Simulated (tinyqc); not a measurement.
Binding against well width: donor or exciton in a quantum well (variational effective-mass method). Computed by tinyqc, a small Python program. Command: `OMP_NUM_THREADS=1 python tinyqc.py 3004499 3004500 out.jsonl welldonor walk`. One thread of a shared host (Intel(R) Xeon(R) Processor @ 2.30GHz), about 0.1 s of CPU time with the checks.

H = -nabla^2 - 2/|r - r_i| + V(z) in effective units; trial function psi = f(z) exp(-|r - r_i|/lambda), f the ground state of the well. Mass and screening are the same in well and barrier; l = L/a* is the width in effective units. Bands are flat: no polarisation or applied field.

Inputs (values chosen for the exercise, modelled on GaAs):
```
quantity                               value  unit
electron mass m                       0.0669   m_0
dielectric constant eps                 12.8     -
well width L                             7.8    nm
donor position z_i/L from the centre     0.5     -
barrier height V_0                      0.18    eV
```

Centre: donor. Barriers: finite.

Constants: Ry = 13.605693123 eV; a_0 = 0.529177210903 angstrom.

Method:
- Ry* = Ry m/eps^2, a* = a_0 eps/m; l = L/a*.
- k solves k tan(k l/2) = sqrt(v - k^2), v = V_0/Ry*, 0 < k l/2 < pi/2 (bisection); f = cos(k z) inside and cos(k l/2) exp(-kappa (|z| - l/2)) outside, kappa = sqrt(v - k^2); subband energy k^2 Ry*.
- Binding E_b(lambda) = -1/lambda^2 + 4 A/(lambda B), with A = int f^2 exp(-2 s/lambda) dz, B = int f^2 exp(-2 s/lambda)(1 + 2 s/lambda) dz and s = |z - z_i|; 40 Gauss-Legendre points on each piece between the walls at z = -l/2 and l/2 and z_i, and out to 12/(kappa + 1/lambda) beyond the walls.
- Each row maximises over lambda (golden section, 0.3 to 4).

a* = 10.1248 nm

Ry* = 5.55555 meV

Against width:
```
L (nm)  lambda (a*)  binding (Ry*)  binding (meV)
0.62         0.9160         1.6600          9.222
1.20         0.8584         1.9489         10.827
2.30         0.8415         2.0893         11.607
4.30         0.9210         1.8839         10.466
7.80         1.1009         1.4805          8.225
14.00        1.3629         1.0855          6.031
25.00        1.6766         0.7726          4.292
```

The binding peaks at 2.089 Ry* near L = 2.3 nm: in narrower wells the envelope leaks into the barriers and returns towards three dimensions. In the widest well it is 0.773 Ry*; below 1 because the donor is on the wall, where the envelope is small. Rows under about 2 nm are a few atomic layers, where the envelope model is only a guide.

Extremes, crossings and ranges named in words are read from the listed rows.
